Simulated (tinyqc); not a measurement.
RKS/LDA (VWN5) in the 6-31g basis, for H3-, spin multiplicity 1, step by step. The basis has no diffuse functions, so it cannot describe the extra electron: this is an exercise in the method, not the real anion. One step of it, computed by the program tinyqc.

Question. Iteration 2: building the Kohn-Sham matrix. J_ij = sum D_kl (ij|kl); F = H + J + V_xc; E = tr D H + tr D J / 2 + E_xc + E_nn.

D after iteration 1, lower triangle:
```
,1H 1s,1H 2s,2H 1s,2H 2s,3H 1s,3H 2s
1H 1s,0.286749
1H 2s,0.688588,3.272468
2H 1s,0.061115,-0.518926,0.286749
2H 2s,-0.518926,-3.189720,0.688588,3.272468
3H 1s,0.173991,0.084860,0.173991,0.084860,0.174050
3H 2s,0.089523,0.043663,0.089523,0.043663,0.089553,0.046078
```

core Hamiltonian H = T + V (hartree), lower triangle:
```
,1H 1s,1H 2s,2H 1s,2H 2s,3H 1s,3H 2s
1H 1s,-1.428668
1H 2s,-1.235311,-1.372797
2H 1s,-0.798548,-0.933935,-1.428668
2H 2s,-0.933935,-1.190007,-1.235311,-1.372797
3H 1s,-0.799113,-0.934251,-0.799113,-0.934251,-1.428898
3H 2s,-0.934185,-1.190200,-0.934185,-1.190200,-1.235441,-1.372893
```

Two-electron integrals (ij|kl) in chemists' order, unique and non-zero (hartree):
```
i,j,k,l,(ij|kl)
1,1,1,1,1.076566
2,1,1,1,0.578470
2,1,2,1,0.329423
2,2,1,1,0.587396
2,2,2,1,0.361304
2,2,2,2,0.453150
3,1,1,1,0.272515
3,1,2,1,0.157347
3,1,2,2,0.175448
3,1,3,1,0.098436
3,2,1,1,0.278670
3,2,2,1,0.171757
3,2,2,2,0.213639
3,2,3,1,0.114844
3,2,3,2,0.152923
3,3,1,1,0.569087
3,3,2,1,0.359837
3,3,2,2,0.463919
3,3,3,1,0.272515
3,3,3,2,0.386967
3,3,3,3,1.076566
4,1,1,1,0.386967
4,1,2,1,0.221481
4,1,2,2,0.244862
4,1,3,1,0.114844
4,1,3,2,0.128613
4,1,3,3,0.278670
4,1,4,1,0.152923
4,2,1,1,0.436415
4,2,2,1,0.270556
4,2,2,2,0.345397
4,2,3,1,0.147639
4,2,3,2,0.190886
4,2,3,3,0.436415
4,2,4,1,0.190886
4,2,4,2,0.284211
4,3,1,1,0.359837
4,3,2,1,0.226314
4,3,2,2,0.293185
4,3,3,1,0.157347
4,3,3,2,0.221481
4,3,3,3,0.578470
4,3,4,1,0.171757
4,3,4,2,0.270556
4,3,4,3,0.329423
4,4,1,1,0.463919
4,4,2,1,0.293185
4,4,2,2,0.391543
4,4,3,1,0.175448
4,4,3,2,0.244862
4,4,3,3,0.587396
4,4,4,1,0.213639
4,4,4,2,0.345397
4,4,4,3,0.361304
4,4,4,4,0.453150
5,1,1,1,0.272785
5,1,2,1,0.157498
5,1,2,2,0.175607
5,1,3,1,0.083874
5,1,3,2,0.094269
5,1,3,3,0.202374
5,1,4,1,0.110156
5,1,4,2,0.138939
5,1,4,3,0.125573
5,1,4,4,0.156387
5,1,5,1,0.098609
5,2,1,1,0.278819
5,2,2,1,0.171842
5,2,2,2,0.213728
5,2,3,1,0.094231
5,2,3,2,0.117215
5,2,3,3,0.259495
5,2,4,1,0.122005
5,2,4,2,0.174840
5,2,4,3,0.161866
5,2,4,4,0.206149
5,2,5,1,0.114984
5,2,5,2,0.153018
5,3,1,1,0.202374
5,3,2,1,0.125573
5,3,2,2,0.156387
5,3,3,1,0.083874
5,3,3,2,0.110156
5,3,3,3,0.272785
5,3,4,1,0.094269
5,3,4,2,0.138939
5,3,4,3,0.157498
5,3,4,4,0.175607
5,3,5,1,0.083937
5,3,5,2,0.110184
5,3,5,3,0.098609
5,4,1,1,0.259495
5,4,2,1,0.161866
5,4,2,2,0.206149
5,4,3,1,0.094231
5,4,3,2,0.122005
5,4,3,3,0.278819
5,4,4,1,0.117215
5,4,4,2,0.174840
5,4,4,3,0.171842
5,4,4,4,0.213728
5,4,5,1,0.110184
5,4,5,2,0.151004
5,4,5,3,0.114984
5,4,5,4,0.153018
5,5,1,1,0.569281
5,5,2,1,0.359941
5,5,2,2,0.463999
5,5,3,1,0.202258
5,5,3,2,0.259441
5,5,3,3,0.569281
5,5,4,1,0.259441
5,5,4,2,0.387971
5,5,4,3,0.359941
5,5,4,4,0.463999
5,5,5,1,0.272785
5,5,5,2,0.387093
5,5,5,3,0.272785
5,5,5,4,0.387093
5,5,5,5,1.076566
6,1,1,1,0.387093
6,1,2,1,0.221553
6,1,2,2,0.244939
6,1,3,1,0.110086
6,1,3,2,0.121983
6,1,3,3,0.259444
6,1,4,1,0.150958
6,1,4,2,0.187151
6,1,4,3,0.161840
6,1,4,4,0.206129
6,1,5,1,0.114984
6,1,5,2,0.128709
6,1,5,3,0.094293
6,1,5,4,0.122034
6,1,5,5,0.278819
6,1,6,1,0.153018
6,2,1,1,0.436519
6,2,2,1,0.270619
6,2,2,2,0.345473
6,2,3,1,0.138846
6,2,3,2,0.174806
6,2,3,3,0.387992
6,2,4,1,0.187136
6,2,4,2,0.273599
6,2,4,3,0.243801
6,2,4,4,0.321141
6,2,5,1,0.147793
6,2,5,2,0.190985
6,2,5,3,0.138958
6,2,5,4,0.187189
6,2,5,5,0.436519
6,2,6,1,0.190985
6,2,6,2,0.284319
6,3,1,1,0.259444
6,3,2,1,0.161840
6,3,2,2,0.206129
6,3,3,1,0.110086
6,3,3,2,0.150958
6,3,3,3,0.387093
6,3,4,1,0.121983
6,3,4,2,0.187151
6,3,4,3,0.221553
6,3,4,4,0.244939
6,3,5,1,0.094293
6,3,5,2,0.122034
6,3,5,3,0.114984
6,3,5,4,0.128709
6,3,5,5,0.278819
6,3,6,1,0.117230
6,3,6,2,0.174856
6,3,6,3,0.153018
6,4,1,1,0.387992
6,4,2,1,0.243801
6,4,2,2,0.321141
6,4,3,1,0.138846
6,4,3,2,0.187136
6,4,3,3,0.436519
6,4,4,1,0.174806
6,4,4,2,0.273599
6,4,4,3,0.270619
6,4,4,4,0.345473
6,4,5,1,0.138958
6,4,5,2,0.187189
6,4,5,3,0.147793
6,4,5,4,0.190985
6,4,5,5,0.436519
6,4,6,1,0.174856
6,4,6,2,0.273642
6,4,6,3,0.190985
6,4,6,4,0.284319
6,5,1,1,0.359941
6,5,2,1,0.226370
6,5,2,2,0.293230
6,5,3,1,0.125495
6,5,3,2,0.161830
6,5,3,3,0.359941
6,5,4,1,0.161830
6,5,4,2,0.243785
6,5,4,3,0.226370
6,5,4,4,0.293230
6,5,5,1,0.157498
6,5,5,2,0.221553
6,5,5,3,0.157498
6,5,5,4,0.221553
6,5,5,5,0.578470
6,5,6,1,0.171842
6,5,6,2,0.270619
6,5,6,3,0.171842
6,5,6,4,0.270619
6,5,6,5,0.329423
6,6,1,1,0.463999
6,6,2,1,0.293230
6,6,2,2,0.391587
6,6,3,1,0.156274
6,6,3,2,0.206096
6,6,3,3,0.463999
6,6,4,1,0.206096
6,6,4,2,0.321107
6,6,4,3,0.293230
6,6,4,4,0.391587
6,6,5,1,0.175607
6,6,5,2,0.244939
6,6,5,3,0.175607
6,6,5,4,0.244939
6,6,5,5,0.587396
6,6,6,1,0.213728
6,6,6,2,0.345473
6,6,6,3,0.213728
6,6,6,4,0.345473
6,6,6,5,0.361304
6,6,6,6,0.453150
```

nuclear repulsion = 1.76440269 hartree

V_xc (hartree), lower triangle:
```
,1H 1s,1H 2s,2H 1s,2H 2s,3H 1s,3H 2s
1H 1s,-0.558553
1H 2s,-0.317143,-0.346660
2H 1s,-0.172530,-0.218560,-0.558553
2H 2s,-0.218560,-0.282285,-0.317143,-0.346660
3H 1s,-0.173382,-0.202772,-0.173382,-0.202772,-0.494241
3H 2s,-0.220122,-0.277686,-0.220122,-0.277686,-0.279211,-0.315669
```

E_xc = sum of w rho eps_xc = -1.29896693 hartree

Give: Coulomb J; Kohn-Sham matrix F; total energy of this density.

Answer.

Coulomb J (hartree), lower triangle:
```
,1H 1s,1H 2s,2H 1s,2H 2s,3H 1s,3H 2s
1H 1s,2.392
1H 2s,1.447,1.786
2H 1s,0.789,1.013,2.392
2H 2s,1.013,1.462,1.447,1.786
3H 1s,0.772,0.962,0.772,0.962,2.181
3H 2s,1.011,1.441,1.011,1.441,1.343,1.710
```

Kohn-Sham matrix F (hartree), lower triangle:
```
,1H 1s,1H 2s,2H 1s,2H 2s,3H 1s,3H 2s
1H 1s,0.405
1H 2s,-0.106,0.067
2H 1s,-0.182,-0.140,0.405
2H 2s,-0.140,-0.011,-0.106,0.067
3H 1s,-0.200,-0.175,-0.200,-0.175,0.258
3H 2s,-0.144,-0.027,-0.144,-0.027,-0.171,0.021
```

total energy of this density = -1.31056 hartree
